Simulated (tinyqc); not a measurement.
Inside a calculation: valley splitting in a one-orbital chain of atomic planes (second-neighbour model). Values are carried at full precision from step to step, so a last printed digit may differ when a step is redone from the rounded ones.

Each (001) plane carries one orbital with energy e0, hopping v to the next plane and u to the second: E(phi) = e0 + 2 v cos(phi) + 2 u cos(2 phi), where phi = pi - k a/4 (the sign of every second orbital is chosen so that v > 0, which shifts the phase by pi). The minimum lies at cos(phi0) = -v/(4u), phi0 = pi - (pi/2) k0 for a valley at k0 (2 pi/a), and e0 puts it at zero. A slab of N planes has hard walls: the matrix simply ends.

Constants: hbar^2/2m0 = 3.80998211 eV angstrom^2.

Inputs chosen for the exercise (near those of the Delta valleys of silicon; abrupt walls in this chain split the valleys several times more than measured wells; the results hold for these values, not for the real material): a = 5.423 angstrom (lattice constant; planes lie a/4 apart); k0 = 0.859 2 pi/a (position of the valley); ml = 0.903 m0 (longitudinal mass); N = 12 (planes in the small slab).

## Hoppings from the valley position and mass

The curvature at the minimum is d2E/dphi2 = 8 u sin^2(phi0) = (2c/ml)/(a/4)^2 with c = hbar^2/2m0; v = -4 u cos(phi0); e0 = 2u + v^2/(4u).

phi0 = 1.79228 rad
u = 0.60297 eV
v = 0.52983 eV
e0 = 1.32233 eV

## The bulk band

E at phi = j pi/10.

Band:
```
phi/pi  E (eV)
0.0     3.5879
0.1     3.3058
0.2     2.5523
0.3     1.5725
0.4     0.6742
0.5     0.1164
0.6     0.0193
0.7     0.3268
0.8     0.8377
0.9     1.2902
1.0     1.4686
```

## Hamiltonian of the slab

e0 on the diagonal, v and u on the first and second off-diagonals.

H (eV):
```
         1       2       3       4       5       6       7       8       9      10      11      12
1   1.3223  0.5298  0.6030       0       0       0       0       0       0       0       0       0
2   0.5298  1.3223  0.5298  0.6030       0       0       0       0       0       0       0       0
3   0.6030  0.5298  1.3223  0.5298  0.6030       0       0       0       0       0       0       0
4        0  0.6030  0.5298  1.3223  0.5298  0.6030       0       0       0       0       0       0
5        0       0  0.6030  0.5298  1.3223  0.5298  0.6030       0       0       0       0       0
6        0       0       0  0.6030  0.5298  1.3223  0.5298  0.6030       0       0       0       0
7        0       0       0       0  0.6030  0.5298  1.3223  0.5298  0.6030       0       0       0
8        0       0       0       0       0  0.6030  0.5298  1.3223  0.5298  0.6030       0       0
9        0       0       0       0       0       0  0.6030  0.5298  1.3223  0.5298  0.6030       0
10       0       0       0       0       0       0       0  0.6030  0.5298  1.3223  0.5298  0.6030
11       0       0       0       0       0       0       0       0  0.6030  0.5298  1.3223  0.5298
12       0       0       0       0       0       0       0       0       0  0.6030  0.5298  1.3223
```

## Levels and the valley doublet

Diagonalise H. The two lowest levels are the doublet made from the valleys at +k0 and -k0; give their splitting, the weights of the lowest state, and its parity under reversal of the planes.

levels (eV): 0.1127  0.1140  0.4114  0.4455  0.7997  0.9535  1.1806  1.3679  1.6795  2.3714  2.9989  3.4330

splitting = 1.30 meV

weights on the planes: 0.020  0.067  0.003  0.199  0.037  0.173  0.173  0.037  0.199  0.003  0.067  0.020

parity of the lowest state: odd

The mean of the doublet lies 0.1134 eV above the bulk minimum, and level 3 lies 0.2980 eV above that mean; the weights oscillate from plane to plane because the two valleys interfere.

## Checks

- Mean of the doublet for 400 planes against the effective-mass level with W = 402 a/4 (meV): both 0.1402.

Program tinyqc; command `OMP_NUM_THREADS=1 python tinyqc.py 1480406 1480407 out.jsonl`; about 0.01 s on one thread of a shared Intel(R) Xeon(R) Processor @ 2.30GHz.
